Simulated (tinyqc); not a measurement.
Fitting sp3s* parameters to three gaps by Newton steps: one step. The first Newton step. Two cases, with inputs chosen for the exercise.

Task: Solve J dp = target less gap; the columns of J are Esc, Vxapc and Vpaxc.

Give: dp.

Case 1.

J, rows Gamma, X, L; columns Esc, Vxapc, Vpaxc:
```
[[0.773337, 0.000000, 0.000000],
 [0.000000, -0.853181, 0.000000],
 [0.389955, -0.274275, -0.106595]]
```

target less gap (eV): Gamma 0.229271, X -0.069275, L 0.098155

Result:

dp (eV): Esc 0.296, Vxapc 0.081, Vpaxc -0.045

Case 2.

J, rows Gamma, X, L; columns Esc, Vxapc, Vpaxc:
```
[[0.699666, 0.000000, 0.000000],
 [0.000000, -0.849221, 0.000000],
 [0.395785, -0.235237, -0.124044]]
```

target less gap (eV): Gamma -0.094191, X 0.171627, L -0.035480

Result:

dp (eV): Esc -0.135, Vxapc -0.202, Vpaxc 0.240

Computed by tinyqc, one run a case: `OMP_NUM_THREADS=1 python tinyqc.py N N+1 out.jsonl` with N = 1481052, 1481733; one thread of a shared Intel(R) Xeon(R) Processor @ 2.30GHz, about 0.4 s a run at most.
